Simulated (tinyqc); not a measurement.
Thermal stress and diffusional relaxation in a metal film: Coble and Nabarro-Herring creep, cooling and holds: one step, computed by the program tinyqc. Command: `OMP_NUM_THREADS=1 python tinyqc.py 3013409 3013410 out.jsonl creep walk`. One thread of a shared host (Intel(R) Xeon(R) Processor @ 2.30GHz), about 0.07 s of CPU time with the checks.

A thin film on a rigid substrate is stress-free at T0. Tension is positive and the film creeps linearly: d sigma/dt = -M (mismatch) dT/dt - sigma/tau.

Problem. Stress after cooling to room temperature. Creep rate per stress: Nabarro-Herring 14 D Omega/(k_B T d^2), Coble (14 pi) delta D_b Omega/(k_B T d^3), with D = D0 exp(-E/(k_B T)), delta D_b = (delta D_b)0 exp(-E_b/(k_B T)); 1/tau = M x (sum of both)/2 (biaxial strain rate is half the uniaxial one). Temperatures in kelvin are T(C) + 273.15. Cooling from T0 at the constant rate: d sigma/dT = -slope + sigma/(tau(T) x rate), integrated to 25 C (stiff solver, tolerance 1e-9). Effective stress-free temperature T_eff = 25 C + sigma/slope.

Inputs (values chosen for the exercise, modelled on silver films on silicon): biaxial modulus M = 124 GPa; atomic volume Omega = 17 angstrom^3; lattice prefactor D0 = 4.5e-05 m^2/s; lattice energy E = 1.88 eV; boundary prefactor (delta D_b)0 = 5.2e-15 m^3/s; boundary energy E_b = 0.93 eV; grain size d = 1.6 um; stress-free temperature T0 = 300 C; hold temperature T = 180 C; cooling rate = 2 C/min.

thermoelastic slope = 1.984 MPa/K

Constants: k_B = 1.380649e-23 J/K; k_B = 8.617333262e-05 eV/K.

Give: stress at 25 C; effective stress-free temperature.

Solution.

stress at 25 C = 342.88 MPa

effective stress-free temperature = 197.82 C

Creep during cooling removes 37.2 % of the elastic value. Caution: bulk creep laws overstate relaxation in a bonded film, and dislocation glide would cap stresses above the yield stress.
